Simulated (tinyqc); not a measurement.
Against the doping: grain-boundary trapping model (Seto) of a polycrystalline semiconductor film. Computed by tinyqc, a small Python program. Command: `OMP_NUM_THREADS=1 python tinyqc.py 3011480 3011481 out.jsonl poly walk`. One thread of a shared host (Intel(R) Xeon(R) Processor @ 2.30GHz), about 0.01 s of CPU time with the checks.

Grains of equal size L are joined by thin boundaries with one trap level. Trapped carriers deplete a width W on each side and raise a barrier, crossed by thermionic emission. Dopants are fully ionised, statistics are non-degenerate and mu_g does not depend on T.

Inputs (values chosen for the exercise, modelled on polycrystalline germanium):
```
quantity                                     value    unit
permittivity eps                                16       -
effective mass m                              0.21     m_0
effective density of states at 300 K, N_c  6.1e+18  1/cm^3
grain size L                                   340      nm
trap density Q_t                           3.6e+12  1/cm^2
trap level E_t below the band edge            0.21      eV
temperature T                                  350       K
```

Grain interior: neglected.

Constants: e = 1.602176634e-19 C; eps_0 = 8.8541878128e-12 F/m; k_B = 8.617333262e-05 eV/K; m_0 = 9.1093837015e-31 kg; k_B = 1.380649e-23 J/K.

Method:
- If all traps fill, the grain is just depleted at N* = Q_t/L, with the barrier e Q_t L/(8 eps eps_0).
- N_c(T) = N_c (T/300 K)^(3/2). Filled traps Q = Q_t/(1 + (1/2) exp((E_t* - E_F)/k_B T)), where E_t* = e V_B - E_t and E_F are counted from the band edge at the grain centre. Partial depletion: Q = 2 N W, V_B = e N W^2/(2 eps eps_0), E_F = k_B T ln(N/N_c); solve for W. If that W would exceed L/2 the grain is fully depleted: W = L/2, Q = N L, and E_F follows from the trap equation. Centre density n_0 = N_c exp(E_F/k_B T).
- Boundary: sigma_b = L e^2 n_0 exp(-e V_B/k_B T)/sqrt(2 pi m k_B T); rho = 1/sigma_b. Mean carrier density n_av = n_0 [(1 - 2W/L) + (2W/L) (sqrt(pi)/2) erf(y)/y], y = sqrt(e V_B/k_B T); effective mobility 1/(e n_av rho).

N* = 1.05882e+17 1/cm^3

The same film:
```
N (1/cm^3)  W (nm)  V_B (V)  mean density (1/cm^3)  mobility (cm^2/(V s))  rho (ohm cm)
3.20e+15    170.00  0.05229             4.0504e+14                 2000.7    7.7022e+00
1.10e+16    131.14  0.10698             6.4765e+15                  349.8    2.7550e+00
2.60e+16     89.19  0.11696             1.8465e+16                  208.3    1.6231e+00
5.30e+16     64.47  0.12456             4.1630e+16                  146.3    1.0244e+00
8.50e+16     51.81  0.12904             7.0155e+16                  120.1    7.4098e-01
1.30e+17     42.45  0.13247             1.1122e+17                  103.4    5.4288e-01
2.10e+17     33.76  0.13533             1.8570e+17                   91.0    3.6943e-01
4.20e+17     23.94  0.13612             3.8546e+17                   85.4    1.8966e-01
1.10e+18     13.90  0.12013             1.0498e+18                  139.5    4.2606e-02
4.20e+18      4.27  0.04331             4.1655e+18                 1714.6    8.7388e-04
```

What does the comparison show, and why?

The barrier peaks among these rows at N = 4.2e17 (0.136 V) and the mobility has its minimum at 4.2e17; N* is 1.1e17. While the grain is fully depleted (W = L/2) V_B grows as N; once all traps are filled it falls as 1/N (last exponent -0.76). From 5.3e16 to 4.2e17 it is pinned, because the trap level has met E_F and the traps fill only in part. Partly depleted rows (W < L/2) with e V_B below 2 k_B T stretch the depletion approximation. Where the barrier is low the mobility is too high, because scattering inside the grains is left out. Where N approaches N_c the non-degenerate statistics fail. rho drops most steeply, as N^-2.9, between 1.1e18 and 4.2e18.

Extremes, crossings and ranges named in words are read from the listed rows.
